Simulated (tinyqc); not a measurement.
Current of a Schottky diode by thermionic-emission-diffusion theory, and its read-back from I-V-T and C-V data. Changing the doping N. Computed by tinyqc, a small Python program. Command: `OMP_NUM_THREADS=1 python tinyqc.py 3029402 3029403 out.jsonl schottky sweep`. One thread of a shared host (Intel(R) Xeon(R) Processor @ 2.30GHz), about 0.01 s of CPU time with the checks.

Full ionisation, no tunnelling, no recombination current. V is the voltage across the junction itself, forward positive.

Inputs (values chosen for the exercise, modelled on p-type silicon):
```
quantity                                     value           unit
Richardson constant A*                        33.3   A/(cm^2 K^2)
effective density of states at 300 K, N_c  2.5e+19         1/cm^3
permittivity eps                              11.7              -
mobility mu                                    340     cm^2/(V s)
barrier without image force phi_0            0.563             eV
series resistance R_s                         0.42  milliohm cm^2
junction voltage V                            0.16              V
temperature T                                  300              K
```

Barrier: uniform.

Constants: k_B = 8.617333262e-05 eV/K; e = 1.602176634e-19 C; eps_0 = 8.8541878128e-12 F/m.

Method:
- N_c(T) = N_c (T/300 K)^(3/2); V_bi = phi_0 - (k_B T/e) ln(N_c(T)/N); surface field F = sqrt(2 e N (V_bi - V - k_B T/e)/(eps eps_0)); image lowering d_phi = sqrt(e F/(4 pi eps eps_0)); effective barrier phi = phi_0 - d_phi.
- Collection velocity v_R = A* T^2/(e N_c(T)); diffusion velocity v_D = mu F; J = e N_c(T) v_R/(1 + v_R/v_D) exp(-phi/k_B T) [exp(e V/k_B T) - 1].
- Terminal voltage V + J R_s.
- Ideality n = (e/k_B T)/(d ln J/dV) by a central difference of +/- 1 mV; J_0 = J exp(-e V/(n k_B T)); apparent barrier phi_IV = k_B T ln(A* T^2/J_0); a C-V plot gives phi_CV = phi_0, the mean without lowering.

One run for each value:
```
doping N (1/cm^3)  ideality factor n  image lowering (meV)  current density J (A/cm^2)  v_D (cm/s)
2.20e+16                       1.030                 21.18                        1.09   1.239e+07
8.60e+16                       1.034                 31.04                        1.64   2.662e+07
3.30e+17                       1.043                 45.00                        2.86   5.595e+07
1.30e+18                       1.056                 65.42                        6.34   1.182e+08
5.00e+18                       1.073                 94.16                       19.33   2.449e+08
```

Over the rows, ideality factor n rises from 1.03 to 1.07 (exponent d ln y / d ln x 0.0033 between the first rows and 0.012 between the last); image lowering (meV) rises from 21.2 to 94.2 (exponent d ln y / d ln x about 0.27 throughout); current density J (A/cm^2) rises from 1.09 to 19.3 (exponent d ln y / d ln x 0.30 between the first rows and 0.83 between the last). The exponent of image lowering stays between 0.27 and 0.28, near 0.25: F grows as N^(1/2) and the lowering as F^(1/2). Tunnelling, left out, adds to n at the high end. Left out: 1.00e14, 3.90e14, 1.50e15, 5.80e15 (the bias is too near flat band).

Extremes, crossings and ranges named in words are read from the listed rows.
